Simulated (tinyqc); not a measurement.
Bandgap voltage reference from two bipolar transistors: two steps of the calculation.

Two transistors of area 1 and N carry the same current I. Is(T) = Is (T/T0)^eta exp[(Vg0 q/kB)(1/T0 - 1/T)], VBE1 = Vt ln(I/Is(T)) + I rb, VBE2 = Vt ln(I/(N Is(T))) + I rb/N. The amplifier forces I R1(T) = VBE1 - VBE2 + Vos, with R(T) = R (1 + tc (T - T0)) for both resistors, and the output is Vref = VBE1 + I R2(T). Base currents and the Early effect are neglected.

Parameters, values chosen for the exercise; values of the order met in silicon bipolar transistors:
```
symbol,value,unit,meaning
T0,300,K,reference temperature
Vg0,1.183,V,band-gap voltage extrapolated to 0 K
eta,4.3,,temperature exponent of the saturation current
Is,6.5e-17,A,saturation current of the unit transistor at T0
N,8,,area ratio of the second transistor
R1,2.7,kohm,"resistor across which the difference of VBE falls, at T0"
tc,0,ppm/K,temperature coefficient of both resistors
Vos,0,mV,offset of the amplifier
rb,0,ohm,series resistance of the unit transistor
R2,29.95,kohm,output resistor at T0
```

Constants: q = 1.602176634e-19 C, kB = 1.380649e-23 J/K. Results are converted to the units shown.

Task 1. Operating point at the reference temperature. Vt = kB T/q; I = (Vt ln N + Vos)/(R1(T) - rb (1 - 1/N)). Evaluate at T = T0.

Give: Vt; I; Is(T); VBE1; I R2; Vref.

Result 1.

Vt = 0.025852 V
I = 19.910 uA
Is(T) = 6.5000e-17 A
VBE1 = 0.68373 V
I R2 = 0.59631 V
Vref = 1.2800 V

Task 2. Resistor for zero slope at T0, ideal case. With tc = 0, Vos = 0 and rb = 0 the current is proportional to T, dVBE/dT = (VBE - Vg0 - (eta - 1) Vt)/T, and Vref has zero slope at T0 when Vref = Vg0 + (eta - 1) Vt0. Find VBE1, its slope, that Vref, R2/R1 and the curvature d2Vref/dT2 = -(eta - 1) kB/(q T0).

Wanted: VBE1; dVBE/dT; Vref; R2/R1; curvature.

Result 2.

VBE1 = 0.68373 V
dVBE/dT = -1.9486 mV/K
Vref = 1.2683 V
R2/R1 = 10.874
curvature = -0.94791 uV/K^2

Program tinyqc, `OMP_NUM_THREADS=1 python tinyqc.py 2062012 2062013 out.jsonl`; Intel Xeon 2.30GHz, shared host, one thread, about 0.02 s.
